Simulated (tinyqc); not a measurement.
One-electron ion in a basis of Gaussians, step by step. One step of it, computed by the program tinyqc.

Task: Generalised eigenproblem. Solve H C = S C e through S^(-1/2); each column has its largest component positive (the first on a tie).

H = T + V (hartree):
```
           1          2          3
1  -1.501328  -1.586933  -1.655119
2  -1.586933  -1.663973  -1.718888
3  -1.655119  -1.718888  -1.673796
```

S:
```
          1         2         3
1  1.000000  0.949709  0.818911
2  0.949709  1.000000  0.949695
3  0.818911  0.949695  1.000000
```

Give: eigenvalues of S; eigenvalues; coefficients.

Result:

eigenvalues of S: 0.005  0.181  2.814

eigenvalues (hartree): -1.835  0.120  2.739

coefficients:
```
        1       2       3
1   1.054  -3.379  -4.845
2  -1.123   3.452  10.380
3   1.161  -0.224  -5.882
```

For Z = 2 and l = 0 the exact lowest level is -Z^2/(2 n^2) with n = l + 1: -2.000000 hartree.
